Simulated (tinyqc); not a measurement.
Deformation-potential model of the Delta valleys of a conduction band, step by step. Values are carried at full precision from step to step, so a last printed digit may differ when a step is redone from the rounded ones.

s11 = (C11 + C12)/((C11 - C12)(C11 + 2 C12)), s12 = -C12/((C11 - C12)(C11 + 2 C12)), s44 = 1/C44; exx = s11 sxx + s12 (syy + szz) and cyclic, exy = s44 sxy/2; tension is positive. A uniaxial stress X along the unit vector n is s_ij = X n_i n_j.

Constants: kB = 8.617333262e-05 eV/K; hbar^2/2m0 = 3.80998211 eV angstrom^2.

Values chosen for the exercise (near those of Si; shifted at random, so the results belong to these values and not to a real crystal):
- C11 = 168.4 GPa
- C12 = 64.9 GPa
- C44 = 80.6 GPa
- load = uniaxial [001] (kind of stress)
- X = 1.31 GPa (stress)
- Xd = 1.03 eV (dilation potential)
- Xu = 8.94 eV (uniaxial potential)
- T = 350 K (temperature)
- ml = 0.889 m0 (longitudinal mass)
- mt = 0.185 m0 (transverse mass)

## Strain from a uniaxial [001] stress

Form the compliances and the strain.

s11, s12, s44 (1/TPa): 7.5590  -2.1028  12.4069

strain tensor:
```
           x          y         z
x  -0.002755   0.000000  0.000000
y   0.000000  -0.002755  0.000000
z   0.000000   0.000000  0.009902
```

## Valley shifts

Valleys with axes along x, y and z, each a pair at +k and -k. Herring-Vogt shift of a valley with unit axis a: dE = Xd tr(e) + Xu a.e.a. Non-degenerate shares n_i = exp(-dE_i/kT)/sum_j exp(-dE_j/kT). Inverse mass tensor of a valley: (1 - a a)/mt + a a/ml; the masses are taken as independent of strain.

Apply the Herring-Vogt formula to each valley.

Xd tr(e) = 4.52 meV

a.e.a: x -0.002755, y -0.002755, z 0.009902

shifts dE (meV): x -20.10, y -20.10, z 93.05

The lowest valleys are x and y, 113.2 meV below the highest; the mean shift over all valleys is (Xd + Xu/3) tr(e) = 17.62 meV.

## Shares of the electrons

Boltzmann factors of the shifts.

kT = 30.161 meV

shares: x 0.4942, y 0.4942, z 0.0116

effective number of valley axes, 1/(largest share) = 2.023

## Conductivity mass tensor

With one scattering time for all valleys the conductivity goes as M = sum_i n_i (inverse mass tensor of valley i); along the unit vector u, 1/m_c = u.M.u. Without stress 1/m_c = (1/ml + 2/mt)/3. Take u along [110].

M (1/m0):
```
       x      y      z
x  3.290  0.000  0.000
y  0.000  3.290  0.000
z  0.000  0.000  5.356
```

m_c along [110] = 0.3040 m0
m_c without stress = 0.2513 m0

The repopulation alone changes the mobility along [110] by -17.3 %; with all electrons in the valleys lightest or heaviest along this direction it would change by +36 or -18 %.

## Effective density of states

Each of the 6 whole valleys has m_d = (ml mt^2)^(1/3) and N = 2 (m_d kT/(4 pi c))^(3/2), c = hbar^2/2m0. Counted from the lowest edge, Nc = N x 2 x sum_i exp(-(dE_i - dE_min)/kT). 1 angstrom^-3 = 1e24 cm^-3.

m_d = 0.3122 m0
N of one valley = 5.516e+18 cm^-3
Nc under stress = 2.232e+19 cm^-3
Nc without stress = 3.310e+19 cm^-3

## Piezoresistance from repopulation

For small stress d(rho)/rho = pi X. For valleys on the cube axes pi11 = -(2/3) Xu (s11 - s12)/kT x (K - 1)/(2K + 1), pi12 = -pi11/2, pi44 = 0, K = ml/mt. For stress along [110]: pi_l = (pi11 + pi12 + pi44)/2 with the current along it and pi_t = (pi11 + pi12 - pi44)/2 with the current along [1-10]. 1/GPa = 100 x 1e-11/Pa.

K = 4.805

pi11, pi12, pi44 (1e-11/Pa): -68.5  34.2  0.0

pi_l, pi_t for [110] (1e-11/Pa): -17.1  -17.1

Only the transfer between valleys is counted; changes of mass and of intervalley scattering add to it in a real crystal.

## Checks

- Conductivity mass at zero stress against 3/(1/ml + 2/mt): both 0.2513474.
- Piezoresistance coefficients by finite differences against the closed form: largest difference 7.4e-09.

Run: tinyqc, `OMP_NUM_THREADS=1 python tinyqc.py 1050680 1050681 out.jsonl`; Intel(R) Xeon(R) Processor @ 2.30GHz, one thread, shared host; about 0.02 s of CPU time with all checks.
